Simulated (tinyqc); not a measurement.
Band-to-band tunnelling and avalanche in a reverse-biased abrupt junction: one step, computed by the program tinyqc. Command: `OMP_NUM_THREADS=1 python tinyqc.py 3013340 3013341 out.jsonl zener walk`. One thread of a shared host (Intel(R) Xeon(R) Processor @ 2.30GHz), about 0.01 s of CPU time with the checks.

Direct Kane tunnelling in the local field (for indirect gaps the mass is an effective fit) and one ionisation coefficient for both carriers. N is the doping of the light side, or N_A N_D/(N_A + N_D) for the symmetric junction; the built-in voltage is taken as E_g/e.

Problem. Kane coefficients and peak generation rate. E_g(T) = E_g - (T - 300 K)(-dE_g/dT); b(T) = b [1 + (rise)(T - 300 K)]; w = sqrt(2 eps eps_0 (V_R + E_g/e)/(e N)); F_m = 2 (V_R + E_g/e)/w; the field falls linearly from F_m to 0 across w. Kane: G(F) = A F^2 exp(-B/F), A = e^2 sqrt(m_r)/(18 pi hbar^2 sqrt(E_g)), B = pi sqrt(m_r) E_g^(3/2)/(2 e hbar), SI units; J = e int G dx x V_R/(V_R + E_g/e), the last factor making J vanish at zero bias; int G dx = (w/F_m) int_0^F_m G dF by 64 Gauss-Legendre points.

Inputs (values chosen for the exercise, modelled on germanium):

| quantity | value | unit |
|---|---|---|
| band gap at 300 K, E_g | 0.646 | eV |
| gap narrowing with temperature, -dE_g/dT | 0.37 | meV/K |
| reduced tunnelling mass m_r | 0.035 | m_0 |
| reverse bias V_R | 0.33 | V |
| temperature T | 200 | K |

Junction: one-sided.

peak field F_m = 0.2140699 MV/cm

Constants: e = 1.602176634e-19 C; m_0 = 9.1093837015e-31 kg; hbar = 1.054571817e-34 J s.

Give: A; B; B/F_m; G(F_m).

Solution.

A = 2.203e+20 1/(cm s V^2)

B = 6.009 MV/cm

B/F_m = 28.07

G(F_m) = 6.505e+18 1/(cm^3 s)

Caution: V_R is below E_g/e, so the field drops by more than a quarter along the tunnelling path and the local Kane formula overestimates the current.
